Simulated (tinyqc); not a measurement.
RHF in the 6-31g basis, for H-, spin multiplicity 1, step by step. The basis has no diffuse functions, so it cannot describe the extra electron: this is an exercise in the method, not the real anion. One step of it, computed by the program tinyqc.

Question. Iteration 3: DIIS coefficients. Solve [B -1; -1 0][c; lambda] = [0; -1] for the coefficients, which sum to one.

B (overlaps of the stored error matrices):
```
               1              2
1  3.9019236e-01  6.1364668e-02
2  6.1364668e-02  9.6506825e-03
```

Give: DIIS coefficients.

Answer.

DIIS coefficients: -0.1866  1.1866
